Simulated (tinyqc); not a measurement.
Worked calculation: coherent transport through a tight-binding region between two chains. Computed by tinyqc, a small Python program that keeps every step. Settings: temperature = 300, mu = -0.08. Command: `OMP_NUM_THREADS=1 python tinyqc.py 28279 28280 out.jsonl` (the two numbers bound the seeds that draw the settings). One thread of a shared host (Intel(R) Xeon(R) Processor @ 2.60GHz), about 0.08 s of CPU time with the checks.

## Transmission at E = 0.45 eV

H of the central region (eV):
$$\begin{pmatrix}
0.0000 & -0.8300 & 0.0000 & 0.0000 & -0.8300 \\
-0.8300 & 0.4400 & -0.8300 & 0.0000 & 0.0000 \\
0.0000 & -0.8300 & 0.4400 & -0.8300 & 0.0000 \\
0.0000 & 0.0000 & -0.8300 & 0.4400 & -0.8300 \\
-0.8300 & 0.0000 & 0.0000 & -0.8300 & 0.0000
\end{pmatrix}$$

Leads: semi-infinite chains with site energy 0:
```
parameter                           value
lead hopping t (eV)              1.820000
coupling to the left lead (eV)   0.590000
coupling to the right lead (eV)  0.400000
left contact site                       1
right contact site                      5
```

E = 0.4500 eV

Surface Green function g = (E - i sqrt(4 t^2 - E^2)) / (2 t^2); self-energy tc^2 g on each contact site; G = (E - H - Sigma)^(-1); Gamma = -2 Im Sigma; T = Gamma_L Gamma_R |G_LR|^2; local density of states -Im G_ii / pi.

g = 0.0679-0.5452i 1/eV

G (1/eV):
$$\begin{pmatrix}
0.3825-0.0420i & 0.6017-0.0233i & -0.3898+0.0423i & -0.5970+0.0228i & 0.3970-0.0426i \\
0.6017-0.0233i & 0.2818-0.0999i & 0.5997+0.0245i & -0.2890+0.0996i & -0.5962-0.0257i \\
-0.3898+0.0423i & 0.5997+0.0245i & 0.3826-0.0426i & 0.6005-0.0240i & -0.3898+0.0429i \\
-0.5970+0.0228i & -0.2890+0.0996i & 0.6005-0.0240i & 0.2818-0.0993i & 0.6009+0.0252i \\
0.3970-0.0426i & -0.5962-0.0257i & -0.3898+0.0429i & 0.6009+0.0252i & 0.3826-0.0432i
\end{pmatrix}$$

local density of states (1/eV): [0.0134, 0.0318, 0.0136, 0.0316, 0.0137]

transmission = 0.0106

## Transmission across the band

The same steps on a grid of energies.

T(E):
```
E (eV)            T
-3.458000  5.50e-05
-3.112200  2.57e-04
-2.766400    0.0008
-2.420600    0.0022
-2.074800    0.0077
-1.729000    0.0540
-1.383200    0.4443
-1.037400    0.0410
-0.691600    0.0158
-0.345800    0.0123
0            0.0022
0.345800     0.0092
0.691600     0.0148
1.037400     0.0324
1.383200     0.2347
1.729000     0.2648
2.074800     0.0077
2.420600     0.0022
2.766400     0.0008
3.112200   2.59e-04
3.458000   5.54e-05
```

levels of the isolated region (eV): [-1.4345, -0.2701, -0.2176, 1.4876, 1.7546]

## Current

I = (2e/h) int T(E) [f(E - mu - V/2) - f(E - mu + V/2)] dE at 300 K with mu = -0.08 eV, the bias not changing H; 2e^2/h = 77.48092 microsiemens; the integral runs over the band on 4001 points.

Current:
```
V (volt)  I (microampere)
0.0100             0.0080
0.0500             0.0447
0.1000             0.1220
0.2000             0.5660
0.4000             3.2177
0.8000             4.4867
```
